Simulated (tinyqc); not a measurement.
Inside a calculation. Method: UHF in the 6-31g basis, for H4+, spin multiplicity 2. One step of it, computed by the program tinyqc.

Question. Orthogonalisation. S = U s U^T; symmetric (Loewdin) form X = U s^(-1/2) U^T, so that X^T S X = 1.

overlap S:
```
,1H 1s,1H 2s,2H 1s,2H 2s,3H 1s,3H 2s,4H 1s,4H 2s
1H 1s,1.000000,0.658292,0.171395,0.355854,0.000630,0.038123,0.000000,0.001501
1H 2s,0.658292,1.000000,0.355854,0.685552,0.038123,0.173078,0.001501,0.023306
2H 1s,0.171395,0.355854,1.000000,0.658292,0.099828,0.289647,0.000630,0.038123
2H 2s,0.355854,0.685552,0.658292,1.000000,0.289647,0.604087,0.038123,0.173078
3H 1s,0.000630,0.038123,0.099828,0.289647,1.000000,0.658292,0.171395,0.355854
3H 2s,0.038123,0.173078,0.289647,0.604087,0.658292,1.000000,0.355854,0.685552
4H 1s,0.000000,0.001501,0.000630,0.038123,0.171395,0.355854,1.000000,0.658292
4H 2s,0.001501,0.023306,0.038123,0.173078,0.355854,0.685552,0.658292,1.000000
```

Give: eigenvalues of S; X.

Answer.

eigenvalues of S: 0.058  0.189  0.337  0.405  0.813  1.088  2.065  3.044

X:
```
,1H 1s,1H 2s,2H 1s,2H 2s,3H 1s,3H 2s,4H 1s,4H 2s
1H 1s,1.255,-0.497,-0.006,0.006,-0.011,0.045,-0.001,-0.017
1H 2s,-0.497,1.690,0.074,-0.850,-0.007,0.329,-0.017,-0.105
2H 1s,-0.006,0.074,1.278,-0.611,0.011,0.088,-0.011,-0.007
2H 2s,0.006,-0.850,-0.611,2.323,0.088,-1.051,0.045,0.329
3H 1s,-0.011,-0.007,0.011,0.088,1.278,-0.611,-0.006,0.074
3H 2s,0.045,0.329,0.088,-1.051,-0.611,2.323,0.006,-0.850
4H 1s,-0.001,-0.017,-0.011,0.045,-0.006,0.006,1.255,-0.497
4H 2s,-0.017,-0.105,-0.007,0.329,0.074,-0.850,-0.497,1.690
```
